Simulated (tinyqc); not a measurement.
Cooling rate: nucleation and growth of vacancy voids in a cooling silicon-like crystal. Computed by tinyqc, a small Python program. Command: `OMP_NUM_THREADS=1 python tinyqc.py 3025516 3025517 out.jsonl voids walk`. One thread of a shared host (Intel(R) Xeon(R) Processor @ 2.30GHz), about 0.6 s of CPU time with the checks.

Spherical voids; vacancies are lost only to voids.

Inputs (values chosen for the exercise, for a model crystal):
```
quantity                                    value    unit
vacancy density at the melting point C_m  5.8e+14  1/cm^3
formation energy E_f                         4.18      eV
melting point T_m                            1685       K
diffusion prefactor D0                    0.00066  cm^2/s
migration energy E_m                         0.49      eV
site density rho                            5e+22  1/cm^3
void surface energy gamma                   0.993   J/m^2
cooling rate q                                0.3   K/min
vacancy excess C0                         3.2e+13  1/cm^3
temperature step                            0.125       K
```

Vacancy supply: given.

Constants: k_B = 8.617333262e-05 eV/K; k_B = 1.380649e-23 J/K.

Method:
- C = C0 as given.
- C_e = C_m exp[-(E_f/k_B)(1/T - 1/T_m)]; D = D0 exp(-E_m/(k_B T)); f = k_B T ln(C/C_e); r* = 2 gamma/(rho f); W* = 16 pi gamma^3/(3 rho^2 f^2); Z = f/sqrt(12 pi W* k_B T); I = rho Z (4 pi r* D C) exp(-W*/(k_B T)).
- March down from 1500 K in steps dT, dt = dT/q, with values at the upper end of each step: a class of I dt voids is born with r*; then all classes grow by r^2 += 2 D (C - C_e) dt/rho; C falls by the vacancies added to voids. Stop at 1150 K. T_n is the T of the largest I, N the final count (classes under 1e-6 /cm^3 are dropped), and the mean radius the number average.

initial excess C = 3.20e+13 1/cm^3

At fixed C:
```
q (K/min)   T_n (K)  N (1/cm^3)  mean radius (nm)
0.030      1344.875  2.3589e+04            184.98
0.075      1340.625  9.1955e+04            117.45
0.150      1337.125  2.5739e+05             83.30
0.300      1333.625  7.2054e+05             59.07
0.600      1329.750  2.0172e+06             41.88
1.200      1325.750  5.6474e+06             29.69
3.000      1320.125  2.2020e+07             18.84
```

Over the rows N goes as q^1.49 and the radius as q^-0.50, near the 3/2 and -1/2 of the scaling argument (depletion time 1/(4 pi N r D) equal to the time in the nucleation range, at fixed N r^3). T_n drops only 25 K for a factor 100 in q. Fast cooling gives many small voids, which an anneal can dissolve.

Extremes, crossings and ranges named in words are read from the listed rows.
